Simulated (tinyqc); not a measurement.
Inside a calculation. Method: empirical pseudopotential in a few plane waves. Computed by tinyqc, a small Python program that keeps every step. Settings: plane-wave index or count = 15. Command: `OMP_NUM_THREADS=1 python tinyqc.py 21080 21081 out.jsonl` (the two numbers bound the seeds that draw the settings). One thread of a shared host (Intel(R) Xeon(R) Processor @ 2.60GHz), about 0.2 s of CPU time with the checks.

## Bloch Hamiltonian at k

Parameters chosen for this model: fcc lattice, atoms at +/- a/8 (1,1,1); form factors in rydberg at |G|^2 in units of (2 pi/a)^2:
```
parameter,value,unit
a,5.850000,angstrom
VS(3),-0.230000,Ry
VS(8),0.041000,Ry
VS(11),0.077000,Ry
VA(3),0,Ry
VA(4),0,Ry
VA(11),0,Ry
hbar^2/2m (2 pi/a)^2,4.395122,eV
```

k point k (2 pi / a): -0.07000  0.35000  -0.14000

Basis: the 15 shortest G (labels in 2 pi/a), the same at every k. H(G,G') = c |k + G|^2 delta + VS(|G-G'|^2) cos((G-G').tau) + i VA sin((G-G').tau), tau = a/8 (1,1,1); 1 Ry = 13.605693 eV.

H(k) at k (eV):
```
,+0+0+0,-1-1-1,-1-1+1,-1+1-1,-1+1+1,+1-1-1,+1-1+1,+1+1-1,+1+1+1,-2+0+0,+0-2+0,+0+0-2,+0+0+2,+0+2+0,+2+0+0
+0+0+0,0.64608,2.21276,-2.21276,-2.21276,-2.21276,-2.21276,-2.21276,-2.21276,2.21276,0.00000,0.00000,0.00000,0.00000,0.00000,0.00000
-1-1-1,2.21276,12.60081,0.00000,0.00000,-0.55783,0.00000,-0.55783,-0.55783,0.00000,-2.21276,-2.21276,-2.21276,-0.74079,-0.74079,-0.74079
-1-1+1,-2.21276,0.00000,10.13955,0.55783,0.00000,0.55783,0.00000,0.00000,-0.55783,-2.21276,-2.21276,0.74079,2.21276,-0.74079,-0.74079
-1+1-1,-2.21276,0.00000,0.55783,18.75399,0.00000,0.55783,0.00000,0.00000,-0.55783,-2.21276,0.74079,-2.21276,-0.74079,2.21276,-0.74079
-1+1+1,-2.21276,-0.55783,0.00000,0.00000,16.29272,0.00000,0.55783,0.55783,0.00000,2.21276,-0.74079,-0.74079,-2.21276,-2.21276,0.74079
+1-1-1,-2.21276,0.00000,0.55783,0.55783,0.00000,11.37018,0.00000,0.00000,-0.55783,0.74079,-2.21276,-2.21276,-0.74079,-0.74079,2.21276
+1-1+1,-2.21276,-0.55783,0.00000,0.00000,0.55783,0.00000,8.90891,0.55783,0.00000,-0.74079,2.21276,-0.74079,-2.21276,0.74079,-2.21276
+1+1-1,-2.21276,-0.55783,0.00000,0.00000,0.55783,0.00000,0.55783,17.52335,0.00000,-0.74079,-0.74079,2.21276,0.74079,-2.21276,-2.21276
+1+1+1,2.21276,0.00000,-0.55783,-0.55783,0.00000,-0.55783,0.00000,0.00000,15.06208,-0.74079,-0.74079,-0.74079,-2.21276,-2.21276,-2.21276
-2+0+0,0.00000,-2.21276,-2.21276,-2.21276,2.21276,0.74079,-0.74079,-0.74079,-0.74079,19.45720,0.55783,0.55783,-0.55783,-0.55783,0.00000
+0-2+0,0.00000,-2.21276,-2.21276,0.74079,-0.74079,-2.21276,2.21276,-0.74079,-0.74079,0.55783,12.07340,0.55783,-0.55783,0.00000,-0.55783
+0+0-2,0.00000,-2.21276,0.74079,-2.21276,-0.74079,-2.21276,-0.74079,2.21276,-0.74079,0.55783,0.55783,20.68784,0.00000,-0.55783,-0.55783
+0+0+2,0.00000,-0.74079,2.21276,-0.74079,-2.21276,-0.74079,-2.21276,0.74079,-2.21276,-0.55783,-0.55783,0.00000,15.76530,0.55783,0.55783
+0+2+0,0.00000,-0.74079,-0.74079,2.21276,-2.21276,-0.74079,0.74079,-2.21276,-2.21276,-0.55783,0.00000,-0.55783,0.55783,24.37974,0.55783
+2+0+0,0.00000,-0.74079,-0.74079,-0.74079,0.74079,2.21276,-2.21276,-2.21276,-2.21276,0.00000,-0.55783,-0.55783,0.55783,0.55783,16.99594
```

## Levels at k

Diagonalise the Hermitian matrix.

eigenvalues (eV): -1.73429  6.11193  7.82249  8.08326  12.14319  13.04409  14.01611  14.33656  16.07366  17.03148  19.32213  20.59775  22.79377  23.61554  27.39943

## Bands along a path

The same steps at evenly spaced points between the labelled ones.

Bands along the path (eV), lowest eight:
```
k,band 1,band 2,band 3,band 4,band 5,band 6,band 7,band 8
L,-0.14126,2.76129,7.98258,7.98258,11.19265,13.67626,13.67626,17.66247
L-G 0.33,-1.09435,4.19403,8.04100,8.04100,11.32734,13.54154,13.54154,17.34474
L-G 0.67,-1.97265,6.70158,8.42139,8.42139,11.86240,13.14434,13.14434,14.18400
G,-2.28482,8.69880,8.69880,8.69880,11.66674,12.62753,12.62753,12.62753
G-X 0.33,-1.86566,6.68360,7.98334,7.98334,11.87405,13.30131,14.01806,14.01806
G-X 0.67,-0.62684,3.98416,7.14557,7.14557,11.12985,12.11703,16.83916,16.83916
X,1.36986,1.62902,6.99129,6.99129,11.05154,11.32975,20.27436,20.27436
```

With 4 band(s) filled, the highest filled level on these points lies at G and the lowest empty one at X: a gap of 2.3527 eV, indirect. This holds for the small fixed basis; with all plane waves up to |k + G|^2 = 21 (2 pi/a)^2 the gap along the path is 2.09 eV.

## Convergence with the number of plane waves

Levels at G counted from the fourth one.

Levels (eV):
```
plane waves,level 1,level 5,level 8
9,-14.91236,0.00000,2.23133
15,-10.98362,2.96794,3.92873
27,-10.30755,3.68059,3.84036
51,-10.46834,3.83063,3.99224
59,-10.53824,3.78769,3.80881
65,-10.55825,3.73508,3.80881
89,-10.50580,3.77997,3.78085
```
